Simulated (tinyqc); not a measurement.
Comparisons within one model: optical gain and spontaneous emission in a bulk direct-gap semiconductor. A value that a table varies takes the place of the one given here.

Parabolic bands, vertical transitions, no excitons. For each hole band j: mr = me mj/(me + mj); joint density of states J_j(E) = (mr/c)^(3/2) sqrt(E - Eg)/(2 pi^2), both spins, c = hbar^2/2m0; averaged matrix element |e.p|^2 = m0 Ep/6; alpha_j(E) = 4 pi^2 alpha_f c Ep J_j/(3 nr E) in 1/angstrom (alpha_f the fine-structure constant, listed as alpha among the constants), times 1e8 for 1/cm.

F_j(eta) = (1/Gamma(j + 1)) integral_0^infinity x^j dx/(1 + exp(x - eta)), which tends to exp(eta) for eta << 0.

Quasi-Fermi levels: n = Nc F_1/2(Fc/kT) and p = Nv F_1/2(Fv/kT), Fc counted up from the conduction edge and Fv down from the valence edge; Nc, Nv from N = 2 (m kB T/(4 pi c))^(3/2) with c = hbar^2/2m0, in 1/angstrom^3; times 1e24 for 1/cm^3, with me and (mhh^(3/2) + mlh^(3/2))^(2/3).

For band j the electron sits at Ee = (E - Eg) mr/me above its edge and the hole at Eh = (E - Eg) mr/mj; fe = 1/(1 + exp((Ee - Fc)/kT)), fh = 1/(1 + exp((Eh - Fv)/kT)); gain g = sum_j alpha_j (fe + fh - 1).

Spontaneous rate: R = integral of (nr E/(hbar c))^2/(pi^2 hbar) sum_j alpha_j fe fh dE, with alpha in 1/cm and (nr E/(hbar c))^2 in 1/cm^2 (1e16 per 1/angstrom^2); B = R/(n p); lifetime n/R.

Constants: hbar^2/2m0 = 3.80998211 eV angstrom^2; fine-structure constant alpha = 0.007297352564; kB = 8.617333262e-05 eV/K; hbar = 6.58211957e-16 eV s; hbar c = 1973.269805 eV angstrom.

Parameters, chosen for this exercise (near those of InGaAs; not measured data): Eg = 0.729 eV (direct gap); me = 0.0414 m0 (electron mass); mhh = 0.463 m0 (heavy-hole mass); mlh = 0.0545 m0 (light-hole mass); Ep = 22.2 eV (Kane energy); nr = 3.51 (refractive index); T = 350 K; n = 3.1e+18 1/cm^3 (injected density, n = p).

## Peak gain against injection

The peak is the largest g over E; a dash marks no gain.

Gain:

| n (1/cm^3) | Fc (eV) | Fv (eV) | peak gain (1/cm) | peak E - Eg (eV) | B (cm^3/s) |
|---|---|---|---|---|---|
| 4.6e+17 | 0.0345 | -0.0935 | - | - | 9.92e-11 |
| 7.3e+17 | 0.0586 | -0.0793 | - | - | 9.42e-11 |
| 1.1e+18 | 0.0845 | -0.0665 | 54 | 0.0063 | 8.84e-11 |
| 1.3e+18 | 0.0967 | -0.0613 | 143 | 0.0130 | 8.57e-11 |
| 1.6e+18 | 0.1136 | -0.0547 | 289 | 0.0227 | 8.22e-11 |
| 2.1e+18 | 0.1388 | -0.0460 | 528 | 0.0376 | 7.72e-11 |
| 2.7e+18 | 0.1661 | -0.0378 | 792 | 0.0534 | 7.23e-11 |
| 3.7e+18 | 0.2070 | -0.0273 | 1174 | 0.0751 | 6.61e-11 |

transparency density (Fc + Fv = 0) = 9.15e+17 1/cm^3

Gain starts at 9.15e+17 1/cm^3, where Fc = -Fv = 0.0723 eV: with Nv/Nc = 39 the electrons must be degenerate before the holes are. The slope of peak gain against n is 4.44e-16 cm^2 between the first two rows with gain and 3.82e-16 between the last two; the peak moves from 0.0063 to 0.0751 eV above the gap as the bands fill, and B falls by a factor 1.50. Line broadening and gap shrinkage are left out.

## Gain spectrum

At the density n.

Spectrum:

| E - Eg (eV) | alpha, empty (1/cm) | fe, heavy | fh, heavy | g (1/cm) |
|---|---|---|---|---|
| 0.005 | 1673 | 0.997 | 0.247 | 403 |
| 0.010 | 2350 | 0.997 | 0.244 | 551 |
| 0.020 | 3279 | 0.996 | 0.239 | 729 |
| 0.030 | 3963 | 0.994 | 0.234 | 835 |
| 0.045 | 4760 | 0.991 | 0.227 | 922 |
| 0.060 | 5392 | 0.986 | 0.220 | 952 |
| 0.080 | 6072 | 0.974 | 0.211 | 926 |
| 0.100 | 6625 | 0.954 | 0.202 | 821 |
| 0.130 | 7290 | 0.892 | 0.189 | 454 |
| 0.170 | 7965 | 0.710 | 0.173 | -692 |
| 0.220 | 8584 | 0.348 | 0.154 | -3188 |

Fc + Fv = 0.1498 eV

g is positive below E - Eg = 0.1498 eV; the largest value listed is 952 1/cm at 0.060 eV. At 0.220 eV above the gap g is -0.37 times the absorption of the empty crystal, whose limit is -1.

## Transparency density and B against temperature

Eg is held fixed; B is taken at n = 1e15 1/cm^3.

Results:

| T (K) | transparency density (1/cm^3) | Fc/kT there | B (cm^3/s) |
|---|---|---|---|
| 100 | 1.40e+17 | 2.396 | 6.90e-10 |
| 150 | 2.57e+17 | 2.396 | 3.79e-10 |
| 200 | 3.95e+17 | 2.396 | 2.48e-10 |
| 250 | 5.52e+17 | 2.396 | 1.79e-10 |
| 300 | 7.26e+17 | 2.396 | 1.38e-10 |
| 350 | 9.15e+17 | 2.396 | 1.10e-10 |
| 400 | 1.12e+18 | 2.396 | 9.09e-11 |
| 500 | 1.56e+18 | 2.396 | 6.61e-11 |

Fc/kT at transparency stays at 2.396, since it depends on Nv/Nc alone, so the density goes as T^1.50. B goes as T^-1.46, against T^-1.5 for non-degenerate carriers: hot carriers spread over k and fewer pairs share a wave vector.

## What moves transparency and gain

Transparency is Fc + Fv = 0; the peak is the largest g over E at the density n (0 if none). Each row changes one parameter from the base and keeps the others.

Results:

| case | transparency density (1/cm^3) | Fc + Fv (eV) | peak gain (1/cm) |
|---|---|---|---|
| base | 9.15e+17 | 0.1498 | 953 |
| me = 0.0476 m0 | 1.05e+18 | 0.1247 | 1025 |
| mhh = 0.278 m0 | 7.15e+17 | 0.1749 | 1625 |
| Ep = 24.4 eV | 9.15e+17 | 0.1498 | 1047 |
| T = 390 K | 1.08e+18 | 0.1390 | 802 |
| n = 4.03e+18 1/cm^3 | 9.15e+17 | 0.1952 | 1287 |
| nr = 3.69 | 9.15e+17 | 0.1498 | 906 |

The largest shifts from the base row, up to three for each result and ties (the steps differ in size, so this ranks the rows, not the parameters). transparency density (1/cm^3): mhh -2.00e+17, T +1.61e+17, me +1.37e+17; unchanged at the printed digits by Ep, n and nr. Fc + Fv (eV): n +0.0454, me -0.0251, mhh +0.0251; unchanged at the printed digits by Ep and nr. peak gain (1/cm): mhh +672, n +334, T -151.

Run: tinyqc, `OMP_NUM_THREADS=1 python tinyqc.py 1652442 1652443 out.jsonl`; Intel(R) Xeon(R) Processor @ 2.30GHz, one thread, shared host; about 0.08 s of CPU time with all checks.
